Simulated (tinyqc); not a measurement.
Low-temperature mobility of a two-dimensional electron gas with static screening: one step, computed by the program tinyqc. Command: `OMP_NUM_THREADS=1 python tinyqc.py 3010230 3010231 out.jsonl twodeg walk`. One thread of a shared host (Intel(R) Xeon(R) Processor @ 2.30GHz), about 0.01 s of CPU time with the checks.

One subband is filled, the gas is degenerate and scatters at the Fermi circle; one permittivity serves on both sides of the interface. All formulas are in SI units, masses times m_0. Piezoelectric and polar phonons are left out, and n_s is taken as set by a gate, independent of N_i.

Problem. Interface roughness. Form factors with u = q/b: screening G(q) = [1 + 9u/8 + 3u^2/8]/(1 + u)^3, remote charge P(q) = exp(-q d)/(1 + u)^3. Dielectric function eps(q) = 1 + q_TF G(q)/q, with q = 2 k_F sin(theta/2). Roughness: <|U|^2> = (e F)^2 S(q), S = pi Delta^2 Lambda^2/(1 + q^2 Lambda^2/2)^(3/2). 1/tau_t = (m/(pi hbar^3)) int_0^pi (1 - cos theta) <|U|^2>/eps(q)^2 dtheta; the quantum rate 1/tau_q drops the factor (1 - cos theta); 200 Gauss-Legendre points in s with theta = pi s^2, s from 0 to 1; mu = e tau_t/m.

Inputs (values chosen for the exercise, modelled on an InAs channel): in-plane mass m = 0.0306 m_0; mass across the layer m_z = 0.031 m_0; permittivity eps = 14.8; roughness height Delta = 0.22 nm; correlation length Lambda = 3 nm; remote charge density N_i = 6.6e+10 1/cm^2; distance d of the charges from the interface = 11 nm.

Wave function: Fang-Howard. Roughness spectrum: exponential.

k_F = 0.7177891 1/nm

b = 0.5545892 1/nm

q_TF = 0.07814273 1/nm

effective field F = 0.5060523 MV/cm

Constants: m_0 = 9.1093837015e-31 kg; hbar = 1.054571817e-34 J s; e = 1.602176634e-19 C; eps_0 = 8.8541878128e-12 F/m.

Give: tau_t, roughness; tau_q, roughness; roughness mobility; tau_t/tau_q, roughness.

Solution.

tau_t, roughness = 7.773 ps

tau_q, roughness = 3.145 ps

roughness mobility = 4.468e+05 cm^2/(V s)

tau_t/tau_q, roughness = 2.471

k_F Lambda = 2.15. Caution: E_F exceeds 100 meV in a band of small mass, where non-parabolicity and upper valleys, left out here, matter. Caution: E_F exceeds 1.1 (hbar^2 e^2 F^2/2 m_z)^(1/3), of the order of the first subband spacing (1.75 times that in a triangular well, less with self-consistent band bending), so a second subband may fill.
